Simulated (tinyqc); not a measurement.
Inside a calculation: cyclotron resonance of ellipsoidal valleys, Ge type. Values are carried at full precision from step to step, so a last printed digit may differ when a step is redone from the rounded ones.

Valleys along [111], [-111], [1-11], [11-1], mass ml along the axis and mt across it. B lies in the (1-10) plane, b = (sin(theta)/sqrt2, sin(theta)/sqrt2, cos(theta)). For the angle phi between B and the axis, 1/mc^2 = cos^2(phi)/mt^2 + sin^2(phi)/(mt ml). Resonance: h nu = 2 muB B/mc, h = 2 pi hbar.

Constants: hbar = 6.58211957e-16 eV s; muB = 5.788381798e-05 eV/T.

Parameters, chosen for this exercise (near those of Ge; shifted at random, so the results belong to these values and not to a real crystal): theta = 40 degrees (angle of B from [001] towards [110]); ml = 1.594 m0 (longitudinal mass); mt = 0.086 m0 (transverse mass); nu = 9.4 GHz (microwave frequency); tau = 36 ps (scattering time).

## Angles to the valley axes

Give b and cos^2(phi) for each axis.

b: [0.4545, 0.4545, 0.7660]

cos^2(phi): [111] 0.9353, [-111] 0.1956, [1-11] 0.1956, [11-1] 0.0068

## Cyclotron masses and resonance fields

For each axis, mc and B = h nu mc/(2 muB).

Resonances:
```
axis    mc (m0)   B (T)
[111]    0.0888  0.0298
[-111]   0.1759  0.0591
[1-11]   0.1759  0.0591
[11-1]   0.3499  0.1175
```

3 distinct masses appear; the limits are mt = 0.086 (B along the axis) and sqrt(ml mt) = 0.3702 (B across it).

## The same from the mass tensor

For the valley along [11-1]: M = mt 1 + (ml - mt) a a^T, and mc^2 = det M/(b M b).

M (m0), rows x, y, z and columns alike:
$$\begin{pmatrix}
0.5887 & 0.5027 & -0.5027 \\
0.5027 & 0.5887 & -0.5027 \\
-0.5027 & -0.5027 & 0.5887
\end{pmatrix}$$

det M = 0.011789
b M b = 0.0963
mc = 0.3499 m0

## Line shape

For linear polarisation and one isotropic mass the absorbed power goes as P = [1 + (w^2 + wc^2) tau^2]/([1 + (wc^2 - w^2) tau^2]^2 + 4 w^2 tau^2), w = 2 pi nu. List it for wc/w = 0, 0.5, 0.8, 0.9, 1, 1.1, 1.2, 1.5 and 2, which is B over the resonance field.

w tau = 2.126

Power:
```
wc/w       P
0.0   0.1811
0.5   0.2795
0.8   0.4554
0.9   0.5072
1.0   0.5262
1.1   0.5023
1.2   0.4453
1.5   0.2518
2.0   0.1026
```

The largest listed value lies at wc/w = 1.0, 2.9 times the zero-field value. The line is broad: its full width in wc/w is about 2/(w tau) = 0.94. The closest two lines of this crystal are 98.2 % apart, more than the half width of one line, but at so small a w tau they may still show a single peak.

## Checks

- Rotation frequency of dv/dt = -M^-1 (v x b) for the valley along [11-1], in units of e B/m0, against 1/mc: both 2.8577.

Computed by tinyqc, a small Python program: `OMP_NUM_THREADS=1 python tinyqc.py 1252679 1252680 out.jsonl` (the numbers bound the seed that draws the inputs); one thread of a shared host (Intel(R) Xeon(R) Processor @ 2.30GHz), about 0.01 s for the whole set of steps.
